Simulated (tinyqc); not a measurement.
Anneal temperature: kinetics of strain relaxation and threading dislocations in mismatched semiconductor layers. Computed by tinyqc, a small Python program. Command: `OMP_NUM_THREADS=1 python tinyqc.py 3025825 3025826 out.jsonl threading walk`. One thread of a shared host (Intel(R) Xeon(R) Processor @ 2.30GHz), about 0.01 s of CPU time with the checks.

60-degree dislocations on {111} planes of a (001) layer, isotropic elasticity. The Schmid factor is 1/sqrt(6), and a misfit segment relieves strain with b/2.

Inputs (values chosen for the exercise, modelled on Ge on Si):
```
quantity                        value         unit
misfit f                       0.0391            -
shear modulus G                  56.5          GPa
Poisson ratio nu                 0.26            -
Burgers vector b                    4     angstrom
glide activation energy Q        1.57           eV
velocity prefactor v0           26000  m/s per MPa
layer thickness h                  22           nm
anneal temperature T              654            K
anneal time t                      22            s
initial thread density rho_0    72000       1/cm^2
multiplication constant delta   17000          1/m
```

Sources: multiplication.

Constants: k_B = 8.617333262e-05 eV/K.

Method:
- Excess resolved stress tau = (1/sqrt 6) [2 G (1 + nu)/(1 - nu)] (e - e_eq), e_eq = b (1 - nu/4) [ln(h/b) + 1]/(4 pi (1 + nu) h), the Matthews-Blakeslee strain of an uncapped layer; glide velocity v = v0 tau exp(-Q/(k_B T)), tau in MPa.
- Threads run in two directions, so de/dt = -(b/4) rho v, and they multiply as d rho/dt = delta rho v. With x = e - e_eq, x0 = f - e_eq (fully strained at t = 0) and v = m S x (m the mobility, S x = tau): rho = rho_0 + (4 delta/b)(x0 - x), so dx/dt = -k x (a - x), k = delta m S, a = x0 + b rho_0/(4 delta): a logistic law, x = a/[1 + (a/x0 - 1) exp(k a t)].
- The half time is that at which x = x0/2.

half time = 9.62509 s

excess stress tau = 2648.98 MPa

equilibrium strain e_eq = 0.00537619

After the time t:
```
T (K)  first velocity (micrometre/s)  relieved (%)  threads (1/cm^2)  half time (s)
547                       2.3598e-01    1.1588e-03        7.8643e+04     2.2389e+03
568                       8.0850e-01    4.4341e-03        9.7421e+04     6.5347e+02
592                       2.9677e+00    2.5542e-02        2.1843e+05     1.7803e+02
612                       8.1135e+00    2.4798e-01        1.4937e+06     6.5117e+01
635                       2.3851e+01    4.8462e+01        2.7790e+08     2.2152e+01
651                       4.8278e+01    9.9989e+01        5.7331e+08     1.0944e+01
673                       1.2052e+02    1.0000e+02        5.7338e+08     4.3837e+00
709                       4.7647e+02    1.0000e+02        5.7338e+08     1.1088e+00
```

What does the comparison show, and why?

The half time follows exp(Q/(k_B T)), a decade for each 51 K near 635 K. Relief goes from 0.25 % at 612 K to 100.0 % at 651 K: with multiplication the onset is abrupt, after an incubation in which threads breed, and the final density is set by delta, not by rho_0. Caution: at stresses above about 1 GPa the linear velocity law understates glide, as stress lowers the kink barrier. Caution: at such misfit the layer islands and relaxes during the first nanometres, so a uniform strained start is an idealisation. Caution: rows with more than 50 % relieved leave out blocking by crossing misfit lines, which slows real layers.

Extremes, crossings and ranges named in words are read from the listed rows.
